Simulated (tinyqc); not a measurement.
# Changing the fraction x of B

Model: cluster expansion of a binary alloy: correlations, fit, cross-validation and ground states. Computed by tinyqc, a small Python program. Command: `OMP_NUM_THREADS=1 python tinyqc.py 3024808 3024809 out.jsonl clex sweep`. One thread of a shared host (Intel(R) Xeon(R) Processor @ 2.30GHz), about 0.07 s of CPU time with the checks.

s = +1 for A and -1 for B. Energy per site E = J0 + J1 P(point) + sum over clusters of m V P, with P the mean product of spins; V > 0 on a pair favours unlike neighbours. Clusters per site m: pair 1 2, pair 2 2, pair 3 2, triplet 4; the triplet is two first-neighbour bonds at a right angle. Formation energies are counted from the line between pure A and pure B, which removes J0 and J1.

Inputs (values chosen for the exercise, for a model alloy): first-pair interaction V1 = 4.8 meV; second-pair interaction V2 = -1.9 meV; third-pair interaction V3 = 0.71 meV; triplet interaction Vt = -0.29 meV; temperature T = 320 K.

Lattice: square.

Constants: k_B = 8.617333262e-05 eV/K.

Method. Random alloy: P(pair) = p^2, P(triplet) = p^3, p = 1 - 2x, so H_mix = (p^2 - 1) sum m V(pairs) + (p^3 - p) m Vt; G_mix = H_mix + k_B T [x ln x + (1 - x) ln(1 - x)]. To first order in 1/T the Warren-Cowley parameter of shell 1 is alpha_1 = -(1 - p^2) V_eff/(k_B T), V_eff = V1 + (number of triplets on a first-neighbour bond) p Vt, that number being 4.

One run for each value:
```
fraction x of B  mixing enthalpy H_mix (meV/site)  mixing free energy G_mix (meV/site)   alpha_1
0.05                                     -1.17344                               -6.648  -0.02588
0.15                                     -3.26808                              -14.924  -0.07376
0.25                                     -4.98000                              -20.487  -0.11478
0.35                                     -6.25352                              -24.107  -0.14692
0.45                                     -7.03296                              -26.009  -0.16816
0.55                                     -7.26264                              -26.238  -0.17649
0.65                                     -6.88688                              -24.741  -0.16989
0.75                                     -5.85000                              -21.357  -0.14633
0.85                                     -4.09632                              -15.753  -0.10379
0.95                                     -1.57016                               -7.044  -0.04027
```

Describe and explain the trends.

Over the rows, mixing enthalpy H_mix (meV/site) goes from -1.17 through a minimum among these rows, -7.26 at 0.550, to -1.57; mixing free energy G_mix (meV/site) goes from -6.65 through a minimum among these rows, -26.2 at 0.550, to -7.04; alpha_1 goes from -0.0259 through a minimum among these rows, -0.176 at 0.550, to -0.0403. Pairs alone give a parabola symmetric about x = 1/2; the triplet tilts it, and H_mix(0.25) - H_mix(0.75) = 0.870 meV.

Caution (rows 0.450, 0.550, 0.650): so large an alpha_1 is beyond the first-order expansion.

Extremes, crossings and ranges named in words are read from the listed rows.
